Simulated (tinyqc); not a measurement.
Biaxially strained (001) channel, valley splitting in an inversion layer: effect of the confining field.

A thin layer grown on a relaxed buffer is stretched in the plane. The two valleys with their long axis along the growth direction (D2) sink against the four in-plane ones (D4); confinement in a triangular well splits them too. Only the lowest subband of each set is kept; one relaxation time, so the weakening of intervalley scattering is left out.

e_par = b1 x, e_perp = -2 (c12/c11) e_par, splitting D = Xu (e_par - e_perp), in-plane stress (c11 + c12 - 2 c12^2/c11) e_par. Levels E(m) = 2.33811 (hbar^2 q^2 F^2/(2 m))^(1/3): E2 = E(ml), E4 = E(mt) + D; N2 = 2 mt kB T/(pi hbar^2), N4 = 4 sqrt(mt ml) kB T/(pi hbar^2). EF solves Ns = N2 ln(1 + exp((EF - E2)/Vt)) + N4 ln(1 + exp((EF - E4)/Vt)); f2 is the share in D2, and 1/mc = f2/mt + (1 - f2)(1/mt + 1/ml)/2. The gain is mc(x = 0)/mc.

Values chosen for this exercise; values close to those of silicon on relaxed silicon-germanium:
```
symbol,value,unit,meaning
T,273,K,temperature
x,0.29,,germanium share of the relaxed buffer
b1,0.0418,,lattice mismatch per unit x
c11,168,GPa,elastic constant
c12,65.6,GPa,elastic constant
Xu,9.04,eV,shear deformation potential
ml,0.913,m0,longitudinal mass
mt,0.193,m0,transverse mass
Ns,1.8e12,cm^-2,inversion density
```

Constants: q = 1.602176634e-19 C, kB = 1.380649e-23 J/K, hbar = 1.054571817e-34 J s, m0 = 9.1093837015e-31 kg, Vt = kB T/q, hbar^2/(2 m0) = 0.0380998212 eV nm^2. Results are converted to the units shown.

The same in every row: D (meV) = 195.2.

Effect of the confining field:
```
F (MV/cm)  f2 without strain      f2  mc (m0)   gain
0.1                   0.3906  0.9995   0.1930  1.316
0.3                   0.6565  0.9999   0.1930  1.157
0.5                   0.8197  0.9999   0.1930  1.077
0.7                   0.9077   1.000   0.1930  1.038
0.9                   0.9524   1.000   0.1930  1.019
1.1                   0.9750   1.000   0.1930  1.010
1.3                   0.9865   1.000   0.1930  1.005
1.5                   0.9925   1.000   0.1930  1.003
```

As F goes from 0.1 to 1.5 MV/cm, f2 stays near 1.00 (without strain: it rises from 0.391 to 0.993) and the gain falls from 1.32 to 1.00. Strong confinement already empties D4, so strain has less to move. At F = 0.1 MV/cm the second D2 subband, left out here, lies within 2 Vt of EF or below it.

Program tinyqc, `OMP_NUM_THREADS=1 python tinyqc.py 2530054 2530055 out.jsonl`; Intel Xeon 2.30GHz, shared host, one thread, about 0.02 s.
